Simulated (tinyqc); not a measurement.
From results back to parameters: conduction-band anticrossing with a localised impurity level. Three cases, with inputs chosen for the exercise.

Problem. A host edge EM and a flat level EI are coupled by V = C sqrt(x), H = [[EM, V], [V, EI]]. EM and both levels are given.

Find: EI; V; C; host weight of E-.

Method. The trace gives EI = E+ + E- - EM; V^2 = (EM - E-)(E+ - EM); the host weight of E- is (EI - E-)/(E+ - E-).

Case 1.

Values chosen (out of a larger set: host near GaAs; not measured data): x = 0.019 (impurity fraction).
EM = 1.518480 eV

E-, E+ (eV): 1.220724  2.018756

Solution.

EI = 1.721 eV
V = 0.3860 eV
C = 2.80 eV
host weight of E- = 0.627

Case 2.

Values chosen (out of a larger set: host near InP; not measured data): x = 0.0045 (impurity fraction).
EM = 1.425570 eV

E-, E+ (eV): 1.355802  1.781768

Solution.

EI = 1.712 eV
V = 0.1576 eV
C = 2.35 eV
host weight of E- = 0.836

Case 3.

Values chosen (out of a larger set: host near InP; not measured data): x = 0.0055 (impurity fraction).
EM = 1.426140 eV

E-, E+ (eV): 1.325818  1.868322

Solution.

EI = 1.768 eV
V = 0.2106 eV
C = 2.84 eV
host weight of E- = 0.815

Computed by tinyqc, one run a case: `OMP_NUM_THREADS=1 python tinyqc.py N N+1 out.jsonl` with N = 1081085, 1081137, 1081157; one thread of a shared Intel(R) Xeon(R) Processor @ 2.30GHz, about 0.01 s a run at most.
